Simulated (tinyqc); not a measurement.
# Input admittance of a MOSFET at zero drain bias: distributed channel and distributed gate: two studies

Source and drain grounded, strong inversion, w = 2 pi f, Cox = eps0 eox/tox. The channel is an RC line of resistance 1/(mu Cox Vo) per square fed from both ends, so one finger has the intrinsic admittance y = i w Cox L tanh(g)/g per width, g = (1/2) sqrt(i w tau), tau = L^2/(mu Vo). The vertical resistance rv/L is in series with y, the overlaps 2 i w Cov in parallel: y_t = 1/(1/y + rv/L) + 2 i w Cov. The gate strip is a line of Rsh/L per length loaded by y_t, so a finger has Y = y_t Wf tanh(k)/k, k = (Wf/sd) sqrt(y_t Rsh/L); the device has Nf Y.

Values chosen for this exercise; values of the order met in silicon radio-frequency transistors:

| symbol | value | unit | meaning |
|---|---|---|---|
| eox | 9.18 |  | relative permittivity of the gate insulator (close to aluminium oxide) |
| tox | 5.4 | nm | insulator thickness |
| L | 0.41 | um | channel length |
| Wf | 1.6 | um | finger width |
| Nf | 16 |  | number of fingers |
| mu | 180 | cm^2/(V s) | channel mobility |
| Vo | 0.6 | V | gate overdrive |
| Rsh | 21 | ohm/square | sheet resistance of the gate |
| rv | 4.9 | ohm um^2 | vertical resistivity of the gate stack |
| sd | 1 |  | number of ends at which a finger is contacted |
| Cov | 0.26 | fF/um | overlap and fringe capacitance on each side |
| f | 33 | GHz | frequency |

Constants: eps0 = 8.8541878128e-14 F/cm where lengths are in cm. Results are converted to the units shown.

Each table varies one quantity; the others keep the values above.

## Input impedance against frequency

Low-frequency limits, with c = Cox L and ct = c + 2 Cov: R_strip = Rsh Wf/(3 sd^2 L Nf), R_ch = (c/ct)^2 L/(12 mu Cox Vo Wf Nf), R_vert = (c/ct)^2 rv/(L Wf Nf), C = ct Wf Nf. Z = 1/(Nf Y) = R + 1/(i w C), Q = |Im Z|/R, far-point signal |1/cosh k|.

The same in every row: low-frequency R (ohm) = 9.0879.

Results:
```
f (GHz),w tau,|k|,R (ohm),C (fF),Q,signal at the far point
0.3,0.029339,0.040667,9.0879,171.30,340.78,1.0000
0.8,0.078237,0.066408,9.0879,171.30,127.80,0.99998
2,0.19559,0.10499,9.0877,171.29,51.122,0.99990
4,0.39119,0.14844,9.0871,171.25,25.568,0.99961
10,0.97797,0.23422,9.0829,170.99,10.248,0.99759
20,1.9559,0.32887,9.0679,170.06,5.1602,0.99072
100,9.7797,0.63124,8.6469,146.82,1.2537,0.89392
300,29.339,0.80784,6.7142,87.601,0.90198,0.80902
```

Estimate the missing row, f = 50 GHz.

Computed row:
```
f (GHz),w tau,|k|,R (ohm),C (fF),Q,signal at the far point
50,4.8898,0.49742,8.9672,164.01,2.1644,0.95409
```

With this row back in the table: R falls from 9.09 to 6.71 ohm and C falls from 171 to 87.6 fF. Q goes as f^(-1.00) between the first two rows and f^(-0.30) between the last two, where w tau = 29.3 and |k| = 0.808. The low-frequency limits hold both R and C within 5 % up to f = 50 GHz among the rows.

## Effect of the channel length

Same model as above.

Effect of the channel length:
```
L (um),w tau,|k|,R (ohm),low-frequency R (ohm),C (fF),Q,signal at the far point
0.03,0.01728,0.6008,24.82,24.84,24.80,7.836,0.9880
0.058,0.06458,0.5174,13.81,13.82,35.60,9.807,0.9924
0.11,0.2323,0.4694,8.642,8.647,55.62,10.03,0.9931
0.22,0.9292,0.4395,7.115,7.122,97.80,6.930,0.9893
0.42,3.387,0.4146,9.177,9.236,171.5,3.065,0.9760
0.8,12.29,0.3380,14.76,15.82,263.4,1.240,0.9658
1.6,49.15,0.2239,18.28,31.25,251.8,1.048,0.9830
3,172.8,0.1640,17.71,59.01,250.0,1.089,0.9910
```

What does the table show?

As L goes from 0.03 to 3, R moves up and down between 7.12 and 24.8 ohm, C goes from 24.8 through a maximum of 263 (at L = 0.8 among the rows listed) to 250 fF and Q moves up and down between 1.05 and 10.0.

Numbers from tinyqc (`OMP_NUM_THREADS=1 python tinyqc.py 2262143 2262144 out.jsonl`; about 0.01 s on one thread of a shared Intel Xeon 2.30GHz).
